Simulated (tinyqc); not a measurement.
# Segment and feed resistance from two drops

Problem. A rail is fed at one end through Rq; K loads of Ij follow, each after a segment Rs. The drop at load j is K Ij Rq + Rs Ij sum_(l=1..j) (K - l + 1). Find Rs, Rq and the worst drop, at the middle, if the rail were fed through Rq at both ends: K Ij Rq/2 + Rs Ij K^2/8 with the load taken as continuous.

Parameters, values chosen for the exercise: number of equal loads K = 14; current of each load Ij = 0.94 mA.

drops at the first and at the last load (mV): [5.264, 34.347600]

Solution. The difference of the two drops is Rs Ij K (K - 1)/2, which gives Rs; the first drop then gives Rq.

Rs = 0.340 ohm
Rq = 0.0600 ohm
drop at the middle with two feeds = 8.22 mV

Numbers from tinyqc (`OMP_NUM_THREADS=1 python tinyqc.py 2770187 2770188 out.jsonl`; about 0.1 s on one thread of a shared Intel Xeon 2.30GHz).
